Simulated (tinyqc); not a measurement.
Delay unit and parasitic delay from two ring oscillators.

Question. A ring of 31 inverters oscillates at 1/(2 x 31 d), with stage delay d = tau (h + p) for fan-out h. Find tau, p and the delay at fan-out 4.

frequencies of 31-stage ring oscillators with fan-out 1 and 4 (GHz): [1.9768394, 0.80247934]

Answer. d is a straight line in h with slope tau and intercept tau p.

tau = 3.980 ps
p = 1.050
delay at fan-out 4 = 20.10 ps

Computed by the program tinyqc: `OMP_NUM_THREADS=1 python tinyqc.py 2082170 2082171 out.jsonl`, one thread of a shared Intel Xeon 2.30GHz, about 0.01 s for the whole run.
